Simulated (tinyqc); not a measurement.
# Length offset and series resistance from crossing lines

Question. R_total = Rs + k (L - dL)/Vo with constant Rs, dL and k. Find k, dL and Rs.

R_total at (L, Vo) = (50, 0.38), (150, 0.38), (50, 0.74) and (150, 0.74), L in nm and Vo in V (ohm um): [492.68421, 1203.2105, 345.43243, 710.29730]

Answer. At each overdrive R is a straight line in L with slope k/Vo; the two lines cross at L = dL, R = Rs.

k = 2.700 ohm um V/nm
dL = 7.400 nm
Rs = 190.0 ohm um

Numbers from tinyqc (`OMP_NUM_THREADS=1 python tinyqc.py 2282021 2282022 out.jsonl`; about 0.06 s on one thread of a shared Intel Xeon 2.30GHz).
